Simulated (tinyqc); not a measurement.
Defect, radiative and Auger recombination at equal electron and hole densities (ABC model): one step. The efficiency peak. Four cases, with inputs chosen for the exercise.

Question. IQE peaks at n_p = sqrt(Ae/C); with Q = B/sqrt(Ae C), IQE_max = Q/(Q + 2).

J/(e d) = Ae n + B n^2 + C n^3 with Ae = A + 4 S/w (four side walls, carriers spread evenly), e = 1.602176634e-19 C, lengths in cm; internal efficiency IQE = B n^2/(Ae n + B n^2 + C n^3); all injected carriers recombine in the layer.

Give: Ae; n_p; Q; IQE_max; J at the peak.

Case 1.

Values chosen (orders of magnitude like those quoted for GaN; not measured data): A = 4800000 1/s (defect rate); B = 2.8e-12 cm^3/s (radiative coefficient); C = 1.4e-31 cm^6/s (Auger coefficient); S = 0 cm/s (recombination velocity of the side walls); w = 9.4 micrometre (side of the square mesa); d = 3.5 nm (active thickness).

Answer.

Ae = 4.800e+06 1/s
n_p = 5.855e+18 1/cm^3
Q = 3.416
IQE_max = 0.631
J at the peak = 8.54 A/cm^2

The side walls are taken as passivated.

Case 2.

Values chosen (orders of magnitude like those quoted for Si; not measured data): A = 30000 1/s (defect rate); B = 3.2e-15 cm^3/s (radiative coefficient); C = 9.3e-31 cm^6/s (Auger coefficient); S = 85 cm/s (recombination velocity of the side walls); w = 2900 micrometre (side of the square mesa); d = 110000 nm (active thickness).

Answer.

Ae = 3.117e+04 1/s
n_p = 1.831e+17 1/cm^3
Q = 0.01879
IQE_max = 0.00931
J at the peak = 20.3 A/cm^2

The side walls supply 4 % of Ae.

Case 3.

Values chosen (orders of magnitude like those quoted for GaN; not measured data): A = 4800000 1/s (defect rate); B = 1.3e-12 cm^3/s (radiative coefficient); C = 2e-31 cm^6/s (Auger coefficient); S = 0 cm/s (recombination velocity of the side walls); w = 7.2 micrometre (side of the square mesa); d = 2.9 nm (active thickness).

Answer.

Ae = 4.800e+06 1/s
n_p = 4.899e+18 1/cm^3
Q = 1.327
IQE_max = 0.399
J at the peak = 3.63 A/cm^2

The side walls are taken as passivated.

Case 4.

Values chosen (orders of magnitude like those quoted for InP; not measured data): A = 21000000 1/s (defect rate); B = 1.6e-10 cm^3/s (radiative coefficient); C = 4.9e-31 cm^6/s (Auger coefficient); S = 2500 cm/s (recombination velocity of the side walls); w = 2.6 micrometre (side of the square mesa); d = 160 nm (active thickness).

Answer.

Ae = 5.946e+07 1/s
n_p = 1.102e+19 1/cm^3
Q = 29.64
IQE_max = 0.937
J at the peak = 5.31e+04 A/cm^2

The side walls supply 65 % of Ae.

Computed by tinyqc, one run a case: `OMP_NUM_THREADS=1 python tinyqc.py N N+1 out.jsonl` with N = 1650484, 1650512, 1650643, 1650651; one thread of a shared Intel(R) Xeon(R) Processor @ 2.30GHz, about 0.01 s a run at most.
